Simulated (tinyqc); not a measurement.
Longitudinal sound in a periodic multilayer: transfer matrices, stop bands and folded phonons: one step, computed by the program tinyqc. Command: `OMP_NUM_THREADS=1 python tinyqc.py 3023566 3023567 out.jsonl multilayer walk`. One thread of a shared host (Intel(R) Xeon(R) Processor @ 2.30GHz), about 0.01 s of CPU time with the checks.

Layers 1 and 2 repeat with period d = d_1 + d_2; waves travel normal to the layers, without loss. State vector (u, s): displacement u and stress divided by omega. Impedances Z = rho v are in 1e6 kg/(m^2 s).

Problem. Impedances, mean velocity and Bragg frequency. Z = rho v; interface reflection r = (Z_2 - Z_1)/(Z_2 + Z_1) (stress amplitude, from 1 into 2); Bragg frequency f_B = 1/[2 (d_1/v_1 + d_2/v_2)]; long-wave velocity v_eff = d/sqrt[(d_1/v_1)^2 + (d_2/v_2)^2 + (Z_1/Z_2 + Z_2/Z_1)(d_1/v_1)(d_2/v_2)].

Inputs (values chosen for the exercise, modelled on silicon (layer 1), germanium (layer 2) and silica (substrate)): density rho_1 = 2.29 g/cm^3; velocity v_1 = 8570 m/s; thickness d_1 = 12.3 nm; density rho_2 = 5.39 g/cm^3; velocity v_2 = 4810 m/s; thickness d_2 = 7.16 nm; substrate density = 2.22 g/cm^3; substrate velocity = 5980 m/s.

Give: Z_1; Z_2; Z of the substrate; interface reflection r; Bragg frequency f_B; long-wave velocity v_eff.

Solution.

Z_1 = 19.6253

Z_2 = 25.9259

Z of the substrate = 13.2756

interface reflection r = 0.1383

Bragg frequency f_B = 171.0 GHz

long-wave velocity v_eff = 6592 m/s
